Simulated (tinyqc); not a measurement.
MOS capacitor on a p-type substrate, surface potential from the exact charge relation: two steps of the calculation.

Uniform p-type substrate, Boltzmann statistics, full ionisation, classical densities. psi is the surface potential against the body (positive when the bands bend down) and u = psi/Vt. Traps are spread evenly over the gap and neutral at flat band, so their charge is -q Dit psi; the minority quasi-Fermi level is shifted by Vb.

Parameters, values chosen for the exercise; band and dielectric values close to those of silicon:
```
symbol,value,unit,meaning
T,300,K,temperature
Eg,1.11,eV,band gap
eps_r,11.9,,relative permittivity
Nc,2.76e19,cm^-3,conduction-band density of states at T
Nv,2.63e19,cm^-3,valence-band density of states at T
N,1.9e18,cm^-3,acceptor density of the substrate
eox,24.5,,relative permittivity of the gate insulator (close to zirconium oxide)
tox,12,nm,insulator thickness
Nf,0,cm^-2,"fixed charge at the interface, in units of q"
Dit,0,cm^-2 eV^-1,density of interface traps
Vb,0.7,V,reverse bias of the inversion layer against the body
Vg,1.44,V,gate voltage against the body
```

Constants: q = 1.602176634e-19 C, kB = 1.380649e-23 J/K, Vt = kB T/q, eps0 = 8.8541878128e-14 F/cm where lengths are in cm. Results are converted to the units shown.

Task 1. Newton step for the surface potential. u = psi/Vt; F^2 = exp(-u) + u - 1 + r (exp(u) - u - 1); Qs = -sign(u) Q0 F; Cs = -dQs/dpsi = (Q0/Vt) |1 - exp(-u) + r (exp(u) - 1)|/(2 F). f = Vfb + psi + (q Dit psi - Qs)/Cox - Vg, f' = 1 + (Cs + q Dit)/Cox, psi(new) = psi - f/f'.

psi at the start = 0.025852000 V
Cox = 1.8077300 uF/cm^2
Vfb = -0.92206831 V
Q0 = 128.77807 nC/cm^2
r = 7.8830796e-29

Find: u; F; Qs; Cs; f; f'; psi after iteration 1.

Result 1.

u = 1.000
F = 0.6065
Qs = -78.11 nC/cm^2
Cs = 2.596 uF/cm^2
f = -2.293 V
f' = 2.436
psi after iteration 1 = 0.9672 V

Task 2. Charges, field and capacitances at the solution. ni = sqrt(Nc Nv) exp(-Eg/(2 Vt)), Eg in volts; phiF = Vt ln(N/ni); Cox = eps0 eox/tox; Vfb = phiM - chi - (Eg - Vt ln(Nv/N)) - q Nf/Cox; Q0 = sqrt(2 eps0 eps_r q N Vt); r = (ni/N)^2 exp(-Vb/Vt); VT = Vfb + [(2 phiF + Vb)(1 + q Dit/Cox) + sqrt(2 eps0 eps_r q N (2 phiF + Vb))/Cox].

Low frequency: 1/C_LF = 1/Cox + 1/(Cs + q Dit). High frequency, in the simple estimate in which traps and minority carriers do not follow: 1/C_HF = 1/Cox + 1/Cd, Cd being Cs with r = 0 at the same psi. Minority sheet density N_inv = (Q0/(2 q)) int_0^u r (exp(t) - 1)/F(t) dt for u > 0. Oxide field |Qs - q Dit psi + q Nf|/(eps0 eox).

converged psi = 1.7354465 V

Give: Qs; N_inv; oxide field; Cs; C_LF/Cox; C_HF/Cox.

Result 2.

Qs = -1132.8 nC/cm^2
N_inv = 5.3792e11 cm^-2
oxide field = 0.52218 MV/cm
Cs = 3.4669 uF/cm^2
C_LF/Cox = 0.65728
C_HF/Cox = 0.14488

The surface is in strong inversion (borders at |psi| = 0, phiF + Vb and 2 phiF + Vb = 1.67 V). Minority carriers make up 7.61 % of Qs.

Program tinyqc, `OMP_NUM_THREADS=1 python tinyqc.py 2060111 2060112 out.jsonl`; Intel Xeon 2.30GHz, shared host, one thread, about 0.01 s.
